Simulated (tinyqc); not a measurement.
# Transfer-length model of a contact: two studies

A metal contact of length d and width W on a thin layer of the same width. The metal has no resistance, the sheet resistance under it equals Rsh, and current enters the layer at the front edge x = 0.

Inputs (values chosen for the exercise): sheet resistance of the semiconductor layer Rsh = 650 ohm/sq; specific contact resistivity rc = 7.7e-7 ohm cm^2; contact length d = 1.2 um; contact width W = 2.3 um.

Each table varies one quantity; the others keep the values above.

## Effect of the contact length

Transfer length Lt = sqrt(rc/Rsh); front resistance Rc = (Rsh Lt/W) coth(d/Lt); end resistance Re = (Rsh Lt/W)/sinh(d/Lt).

Effect of the contact length:
```
d (um)    d/Lt  Rc W (ohm um)  rc/d (ohm um)    Re/Rc
0.049   0.1424           1582           1571   0.9900
0.071   0.2063           1100           1085   0.9791
0.1     0.2905          791.5          770.0   0.9592
0.15    0.4358          545.4          513.3   0.9120
0.22    0.6392          396.4          350.0   0.8255
0.32    0.9297          306.3          240.6   0.6829
0.47     1.366          254.9          163.8   0.4793
0.69     2.005          232.0          111.6   0.2646
1        2.905          225.1          77.00   0.1091
1.5      4.358          223.8          51.33  0.02560
```

Rc W falls from 1580 to 224 ohm um, as d^(-0.98) between the first two rows. It levels off at sqrt(rc Rsh) = 224 ohm um and, among the rows, is within 5 % of that from d = 0.69 um on (Lt = 0.344 um): metal beyond two transfer lengths lowers Rc by less than 4 %.

## Effect of the sheet resistance

Same model as above.

Effect of the sheet resistance:
```
Rsh (ohm/sq)  Lt (um)    d/Lt  Rc W (ohm um)  Re W (ohm um)
21              1.915  0.6267          72.35          60.15
48              1.267  0.9475          82.31          55.48
110            0.8367   1.434          103.1          46.50
250            0.5550   2.162          142.5          32.36
580            0.3644   3.293          211.9          15.71
1300           0.2434   4.931          316.4          4.570
3000           0.1602   7.490          480.6         0.5369
6900           0.1056   11.36          728.9        0.01699
16000         0.06937   17.30           1110       6.822e-5
```

Read the table: what changes, and by how much?

Rc W rises from 72.4 to 1110 ohm um while Re W falls from 60.2 to 6.82e-5 ohm um; for Rsh going to zero both tend to rc/d = 64.2 ohm um. A larger Rsh shortens Lt and crowds the current to the front edge.

Numbers from tinyqc (`OMP_NUM_THREADS=1 python tinyqc.py 2760084 2760085 out.jsonl`; about 0.01 s on one thread of a shared Intel Xeon 2.30GHz).
